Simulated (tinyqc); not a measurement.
Minority carriers and saturation current of a heavily doped emitter: effect of temperature on the narrowing factor.

n-type, parabolic bands, full ionisation. eta = (EF - Ec)/kB T solves N = Nc F12(eta), F12(x) = (2/sqrt(pi)) int_0^infinity sqrt(u)/(1 + exp(u - x)) du. The gap shrinks rigidly by dEg = a3 y^(1/3) + a4 y^(1/4) + a2 y^(1/2), y = N/1e18 cm^-3, an empirical law that is here taken as the true narrowing.

Nc is given at 350 K and scales as T^1.5; dEg is held. The factor nie^2/ni^2 = exp(dEg/kB T) g, g = F12(eta) exp(-eta), divides the current gain of a transistor with this emitter.

Parameters, values chosen for the exercise; band and dielectric values close to those of silicon: conduction-band density of states at 350 K Nc = 3.57e19 cm^-3; ionised donor density N = 4.3e19 cm^-3; coefficient of (N/1e18)^(1/3) a3 = 10.7 meV; coefficient of (N/1e18)^(1/4) a4 = 2.2 meV; coefficient of (N/1e18)^(1/2) a2 = 3.8 meV.

Constants: q = 1.602176634e-19 C, kB = 1.380649e-23 J/K, Vt = kB T/q. Results are converted to the units shown.

Effect of temperature on the narrowing factor:
```
T (K)	eta	g	nie^2/ni^2	its logarithm
150	2.894	0.2376	45.91	3.827
200	1.976	0.3866	20.03	2.997
250	1.378	0.5032	11.84	2.471
300	0.9430	0.5911	8.216	2.106
350	0.6050	0.6578	6.277	1.837
400	0.3296	0.7090	5.104	1.630
450	0.09789	0.7492	4.331	1.466
```

The factor falls from 45.9 to 4.33. Its slope against q/kB T is 42.9 meV between the first two rows and 51.0 meV between the last two, against dEg = 68.0 meV: degeneracy takes back part of the narrowing. The factor grows on cooling, so the current gain of such a transistor falls.

Range of the model: Band tails, non-parabolic bands and incomplete ionisation are left out.

tinyqc, about 0.01 s, one thread, Intel Xeon 2.30GHz (shared host): `OMP_NUM_THREADS=1 python tinyqc.py 2330106 2330107 out.jsonl`
